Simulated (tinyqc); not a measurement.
# Voltage drop against the pad pitch

A grid of 13 by 13 nodes with segments Rx (rows) and Ry (columns); every node draws I1 and the central node kh I1; pads with resistance Rp sit at the nodes whose row and column are multiples of the pitch, counting from 0. The drops u = Vdd - V follow from G u = i, with G the conductance matrix and i the load currents, solved directly.

Inputs (values chosen for the exercise): supply voltage Vdd = 1 V; resistance of a horizontal segment Rx = 0.34 ohm; resistance of a vertical segment Ry = 1.7 ohm; resistance from a pad node to the supply Rp = 0.05 ohm; factor on the load at the hot node kh = 8; load current of a node in the large grid I1 = 0.11 mA.

Voltage drop against the pad pitch:
```
pitch (nodes)	pads	worst drop (mV)	mean drop (mV)	largest drop at a pad (mV)	largest pad current (mA)	worst drop over Vdd (%)
1	169	0.034685	0.0057278	0.034685	0.69370	0.0034685
2	49	0.13961	0.078478	0.054033	1.0807	0.013961
3	25	0.30829	0.21151	0.081860	1.6372	0.030829
4	16	0.88051	0.42988	0.088869	1.7774	0.088051
6	9	1.3471	0.99509	0.20939	4.1878	0.13471
12	4	6.0270	4.3811	0.24200	4.8400	0.60270
```

The worst drop goes from 0.0347 to 6.03 mV while the number of pads falls from 169 to 4; between the last two rows it goes as pitch^(2.16). The largest drop at a pad is 100 % of the worst drop in the first row and 4.02 % in the last; the rest falls along the wires.

Numbers from tinyqc (`OMP_NUM_THREADS=1 python tinyqc.py 2770230 2770231 out.jsonl`; about 0.1 s on one thread of a shared Intel Xeon 2.30GHz).
